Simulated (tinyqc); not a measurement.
Cell-based percolation model of oxide breakdown: two steps of the calculation.

The oxide, of thickness n a, is cut into cubic cells. A cell is defective with the chance l = 1 - exp(-a^3 N), N = N1 (t/1 s)^al. A column of n defective cells breaks the oxide down, and the area holds M = A/a^2 independent columns: 1 - F = (1 - l^n)^M.

Parameters, values chosen for the exercise:
```
symbol,value,unit,meaning
a,1.4,nm,edge of a cell
n,5,,cells across the oxide
A,9800,um^2,area
al,1,,exponent of defect growth
N1,5.5e17,cm^-3,defect density after 1 s
```

Question 1. Critical defect density. At F = 1 - 1/e: l_c = (1 - exp(-1/M))^(1/n), N_bd = -ln(1 - l_c)/a^3, t63 = (N_bd/N1)^(1/al). W = ln(-ln(1 - F)); for small l, W = ln M + n ln(a^3 N), so the Weibull slope is n al.

Give: thickness; M; l_c; N_bd; N_bd times thickness; t63; n al.

Answer 1.

thickness = 7.0000 nm
M = 5.0000e9
l_c = 0.011487
N_bd = 4.2104e18 cm^-3
N_bd times thickness = 2.9473e12 cm^-2
t63 = 7.6554 s
n al = 5.0000

Question 2. The distribution. N, l, F and W = ln(-ln(1 - F)) at each time; the slope is taken between the end points.

t, point 0 to 6 (s): [1.2, 1.9, 3, 4.8, 6.7, 7.7, 9.2]

Wanted: N; l; F; W; slope.

Answer 2.

N, point 0 to 6 (cm^-3): [6.6000e17, 1.0450e18, 1.6500e18, 2.6400e18, 3.6850e18, 4.2350e18, 5.0600e18]
l, point 0 to 6: [0.0018094, 0.0028634, 0.0045174, 0.0072180, 0.010061, 0.011554, 0.013789]
F, point 0 to 6: [9.6967e-5, 9.6195e-4, 0.0093617, 0.093315, 0.40271, 0.64275, 0.91727]
W, point 0 to 6: [-9.2411, -6.9461, -4.6664, -2.3232, -0.6629, 0.0289, 0.9132]
slope = 4.9852

The slope is 0.30 % below n al, since l grows a little more slowly than N.

Program tinyqc, `OMP_NUM_THREADS=1 python tinyqc.py 2070070 2070071 out.jsonl`; Intel Xeon 2.30GHz, shared host, one thread, about 0.01 s.
